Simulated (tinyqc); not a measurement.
Floating body of a partially depleted SOI transistor: body voltage and kink: two steps of the calculation.

Source at 0 V. Channel current Ic = 2 nf K Vt^2 [F(0) - F(Vd)](1 + la Vd), F(V) = ln^2(1 + exp((Vg - VT - nf V)/(2 nf Vt))), VT = VT0 - gb Vb. Saturation voltage Vs = 2 Vt sqrt(F(0)) + 3 Vt, excess Ve = (Vd - Vs + sqrt((Vd - Vs)^2 + 0.0004 V^2))/2, multiplication M1 = Ai Ve exp(-Bl/Ve). Each junction passes D(v) = J1 (exp(v/Vt) - 1) + J2 (exp(v/(2 Vt)) - 1). Bipolar current Ib = bb J1 (exp(Vb/Vt) - 1). The body settles where M1 (Ic + Ib) = D(Vb) + D(Vb - Vd) + Vb/Rb; drain current Id = (1 + M1)(Ic + Ib) - D(Vb - Vd).

Values chosen for this exercise; values of the order met in partially depleted silicon-on-insulator transistors: temperature T = 300 K; threshold at zero body voltage VT0 = 0.34 V; fall of the threshold per volt of body voltage gb = 0.25; slope factor nf = 1.4; gain factor per width K = 450 uA/(V^2 um); channel-length modulation factor la = 0.07 1/V; impact-ionisation prefactor Ai = 3.96 1/V; impact-ionisation voltage Bl = 8.2 V; diffusion saturation current of each junction J1 = 9.2e-12 uA/um; recombination saturation current of each junction J2 = 5.4e-9 uA/um; gain of the lateral bipolar transistor on the diffusion current bb = 3; resistance of a weak body tie to the source (1e9 stands for no tie, and the term is then dropped) Rb = 1e5 kohm um; gate voltage Vg = 0.66 V; drain voltage Vd = 2.5 V.

Constants: q = 1.602176634e-19 C, kB = 1.380649e-23 J/K, Vt = kB T/q. Results are converted to the units shown.

Problem 1. New Vb. Current into the body I_in = M1 (Ic + Ib) - D(Vb - Vd), current out I_out = D(Vb) + Vb/Rb; f = ln(I_in/I_out), s = df/dVb by central differences over 1e-5 V, Vb(new) = Vb - f/s.

Vb at the start = 0.64 V

Give: Ic; Ve; M1; I_in; I_out; f; s; Vb after iteration 1.

Solution 1.

Ic = 43.526 uA/um
Ve = 2.0796 V
M1 = 0.15966
I_in = 7.1979 uA/um
I_out = 0.52686 uA/um
f = 2.6146
s = -36.267 1/V
Vb after iteration 1 = 0.71209 V

Problem 2. Drain current with floating and with grounded body. Id and VT at the converged Vb, Id at Vb = 0, their ratio, and the bipolar share Ib/(Ic + Ib).

converged Vb = 0.72433168 V

Give: VT; Id, floating; Id, grounded; ratio; bipolar share.

Solution 2.

VT = 0.1589 V
Id, floating = 101.7 uA/um
Id, grounded = 23.46 uA/um
ratio = 4.333
bipolar share = 46.16 %

The body rises to 0.724 V and lowers the threshold by 181 mV.

Range of the model: The multiplication law is an empirical form chosen for the exercise; self-heating and capacitive coupling to the body are left out, and the linear laws are rough once Vb passes about 0.7 V or M1 about 0.1.

Program tinyqc, `OMP_NUM_THREADS=1 python tinyqc.py 2182264 2182265 out.jsonl`; Intel Xeon 2.30GHz, shared host, one thread, about 0.2 s.
